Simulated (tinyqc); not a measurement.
# Changing the wafer radius R

Model: electroplating on a thin resistive seed layer: kinetics, Wagner number and the terminal effect across a wafer. Computed by tinyqc, a small Python program. Command: `OMP_NUM_THREADS=1 python tinyqc.py 3120670 3120671 out.jsonl terminal sweep`. One thread of a shared host (Intel(R) Xeon(R) Processor @ 2.30GHz), about 0.04 s of CPU time with the checks.

Current enters the seed at the rim. The bath is treated as a local resistance per area (no lateral flow in the liquid), two electrons per ion, molar volume 7.11 cm^3/mol, Faraday constant F = e N_A, kinematic viscosity 0.01 cm^2/s, omega = 2 pi x rpm/60; k_B T/e is in volts.

Inputs (values chosen for the exercise, of the order of those for copper plating from an acid sulfate bath):
```
quantity                               value         unit
seed thickness t                          17           nm
seed resistivity                         4.4  microohm cm
bath conductivity kappa                0.049         S/cm
gap to the anode h                       4.7           cm
extra resistance of a porous plate         0     ohm cm^2
exchange current density i_0            0.38      mA/cm^2
cathodic transfer coefficient alpha     0.82            -
mean current density                      18      mA/cm^2
diffusivity of the metal ion         4.1e-06       cm^2/s
metal ion concentration                 0.22        mol/L
rotation rate                             60          rpm
temperature T                            298            K
```

Constants: e = 1.602176634e-19 C; N_A = 6.02214076e+23 1/mol; k_B = 8.617333262e-05 eV/K.

Method:
- Growth rate = i V_m/(2 F). Levich limit i_L = 0.62 x 2 F D^(2/3) omega^(1/2) nu^(-1/6) c. Tafel overpotential eta = (k_B T/(alpha e)) ln(i/i_0); kinetic resistance k_B T/(alpha e i); bath resistance h/kappa + plate; R_s = resistivity/t; Wagner number = kinetic resistance x kappa/R.
- Linearised: with R_t = kinetic + bath resistance the current density obeys (1/r)(r i')' = i R_s/R_t, so i = A I_0(r/l), l = sqrt(R_t/R_s); with x = R/l, edge/centre = I_0(x) and edge/mean = x I_0(x)/(2 I_1(x)).
- Voltage drop in the seed for a uniform current: i R_s R^2/4.
- Full model: seed potential phi(r) with (1/r)(r phi')' = R_s i, where i solves phi = R_b i + (k_B T/(alpha e)) ln(i/i_0) (phi being the driving voltage left at r); phi'(0) = 0 and phi'(R) = R_s i_mean R/2. Solved by collocation to a tolerance of 1e-7.

One run for each value:
```
wafer radius R (cm)  edge over centre, full model  edge over centre, linear  drop for uniform current (mV)
2.5                                        1.0418                    1.0418                           72.8
5.0                                        1.1726                    1.1726                          291.2
7.5                                        1.4088                    1.4089                          655.1
10.0                                       1.7801                    1.7808                         1164.7
15.0                                       3.1395                    3.1476                         2620.6
22.5                                       8.3281                    8.4676                         5896.3
```

What does the table show?

Over the rows, edge over centre, full model rises from 1.04 to 8.33 (exponent d ln y / d ln x 0.17 between the first rows and 2.4 between the last); edge over centre, linear rises from 1.04 to 8.47 (exponent d ln y / d ln x 0.17 between the first rows and 2.4 between the last); drop for uniform current (mV) rises from 72.8 to 5900 (exponent d ln y / d ln x about 2.0 throughout).

Caution (all rows): the mean current exceeds 0.3 i_L, so depletion of metal ions, left out of the distribution, matters. Caution (all rows): at the rim the current nears the limiting value, which would flatten the real profile.
